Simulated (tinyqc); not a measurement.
# One-sided p+-n junction, ionisation integral and breakdown, step by step

Computed by the program tinyqc: `OMP_NUM_THREADS=1 python tinyqc.py 2120045 2120046 out.jsonl`, one thread of a shared Intel Xeon 2.30GHz, about 0.05 s for the whole run. Printed values are rounded.

A p+ layer at x < 0 and an n drift layer from x = 0. Depletion approximation, built-in voltage neglected. Local ionisation coefficients alpha_n = an exp(-(bn/E)^mx), alpha_p = ap exp(-(bp/E)^mx). Electrons move towards +x, holes towards x = 0.

Parameters, values chosen for the exercise; material values close to those of silicon: relative permittivity eps_r = 11.5; prefactor of the electron ionisation coefficient an = 7.47e5 1/cm; field constant for electrons bn = 1.23e6 V/cm; prefactor of the hole ionisation coefficient ap = 1.54e6 1/cm; field constant for holes bp = 2.17e6 V/cm; exponent mx = 1; donor density of the drift layer N = 3.7e14 cm^-3; reverse voltage V = 428 V; share of the depleted width that the grid covers fr = 0.5.

Constants: q = 1.602176634e-19 C, eps0 = 8.8541878128e-14 F/cm where lengths are in cm. Results are converted to the units shown.

## Field and ionisation coefficients on a grid

W = sqrt(2 eps0 eps_r V/(q N)), peak field E0 = q N W/(eps0 eps_r), falling linearly to 0 at W. Grid: 10 equal steps from 0 to fr W.

W = 38.3446 um

```
point   x (um)  E (kV/cm)  alpha_n (1/cm)  alpha_p (1/cm)
0       0.0000    223.239         3023.06         92.4585
1       1.9172    212.077         2262.07         55.4318
2       3.8345    200.915         1638.97         31.3966
3       5.7517    189.753         1143.34         16.6327
4       7.6689    178.591         762.480         8.13867
5       9.5861    167.429         481.751         3.62039
6      11.5034    156.267         285.056         1.43450
7      13.4206    145.105         155.588        0.492937
8      15.3378    133.943         76.7711        0.141763
9      17.2551    122.781         33.3151       0.0325036
10     19.1723    111.619         12.2341      0.00555102
```

## Ionisation integrals by the trapezoid rule

G(x) = integral from 0 to x of (alpha_n - alpha_p); I_n = integral of alpha_n exp(-G) (electrons injected at x = 0), I_p = integral of alpha_p exp(G(end) - G) (holes injected at the far edge); M = 1/(1 - I). All integrals by the trapezoid rule on the grid.

```
point        G  alpha_n exp(-G) (1/cm)
0      0.00000                 3023.06
1      0.49246                 1382.39
2      0.85810                  694.87
3      1.12021                  372.97
4      1.30053                  207.69
5      1.41868                  116.60
6      1.49170                   64.13
7      1.53376                   33.56
8      1.55597                   16.20
9      1.56651                    6.96
10     1.57087                    2.54
```

I_n = 0.845149
I_p = 0.0944493
M_n = 6.45781
M_p = 1.10430

A grid of 1500 steps over the whole width gives I_n = 0.8081 and I_p = 0.08643; the coarse I_n is 4.6 % above and the coarse I_p 9.3 % above those values. Electrons multiply more: on this coarse grid M - 1 is 52.3 times as large for them.

## Breakdown voltage by secant steps

G(x) = integral from 0 to x of (alpha_n - alpha_p); I_n = integral of alpha_n exp(-G) (electrons injected at x = 0), I_p = integral of alpha_p exp(G(end) - G) (holes injected at the far edge); M = 1/(1 - I). Secant steps on ln I_n(V) = 0 with the integrals on a fine grid (1500 steps), from the points V = 438 and 494 V; stop when the step is below 1e-7 of V.

Course of the iteration:
```
step    V (V)       I_n  change of V (V)
1         494  0.954898             19.5
2     513.496  0.981912             12.8
3     526.252  0.996361             3.18
4     529.436  0.999614            0.377
5     529.814  0.999990          9.52e-3
6     529.823   1.00000          2.58e-5
```

Breakdown at 529.82 V, with a peak field of 248.4 kV/cm and W = 42.66 um. The integral for holes reaches 1 at the same voltage.
